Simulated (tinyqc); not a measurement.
Angle of incidence: thin-film optics by transfer matrices.

Indices N = n + i k. Snell: N0 sin(theta) = N_j sin(theta_j), with Im(N_j cos theta_j) >= 0. Admittance y_j = N_j cos theta_j for s and N_j/cos theta_j for p. Phase delta_j = 2 pi N_j cos theta_j d_j/lambda. Layer matrix [[cos delta, -i sin delta/y], [-i y sin delta, cos delta]], multiplied from the top down to M. (B, C) = M (1, y_sub); r = (y0 B - C)/(y0 B + C), R = |r|^2, T = 4 Re y0 Re y_sub/|y0 B + C|^2, absorbed in the films 1 - R - T.

Ellipsometry: rho = tan(Psi) exp(i Delta) = -conj(r_p/r_s) with the r of the admittance formula, Delta in 0 to 360 degrees, so that a bare dielectric at small angles gives Delta = 180.

Inputs chosen for the exercise (indices near those of polySi, SiO2 on polySi; shifted at random, so the results belong to these values and not to a real crystal): lam = 365 nm (vacuum wavelength); n0 = 1 (ambient index); n = (4.856, 1.463, 4.934) (n of polySi, SiO2, substrate); k = (2.604, 0, 2.507) (k in the same order); d = (33.1, 2) nm (thicknesses, top first).

Both polarisations.

Stack:

| theta (degrees) | R_s | R_p | Psi | Delta |
|---|---|---|---|---|
| 0 | 0.5288 | 0.5288 | 45.00 | 180.00 |
| 15 | 0.5404 | 0.5171 | 44.37 | 179.31 |
| 30 | 0.5760 | 0.4790 | 42.36 | 177.11 |
| 45 | 0.6373 | 0.4057 | 38.58 | 172.80 |
| 55 | 0.6939 | 0.3286 | 34.53 | 167.78 |
| 60 | 0.7272 | 0.2789 | 31.77 | 163.97 |
| 65 | 0.7640 | 0.2210 | 28.27 | 158.45 |
| 70 | 0.8042 | 0.1564 | 23.80 | 149.42 |
| 75 | 0.8480 | 0.0929 | 18.31 | 131.35 |
| 80 | 0.8953 | 0.0608 | 14.61 | 87.47 |
| 85 | 0.9460 | 0.1795 | 23.54 | 31.33 |

R_s and R_p agree at normal incidence (0.5288). R_p is lowest at 80 degrees of those listed (0.0608), where R_s = 0.8953; the top film absorbs, so there is only a pseudo-Brewster minimum. R_s rises steadily with the angle.

tinyqc: `OMP_NUM_THREADS=1 python tinyqc.py 1682249 1682250 out.jsonl`; about 0.01 s, one thread, shared Intel(R) Xeon(R) Processor @ 2.30GHz.
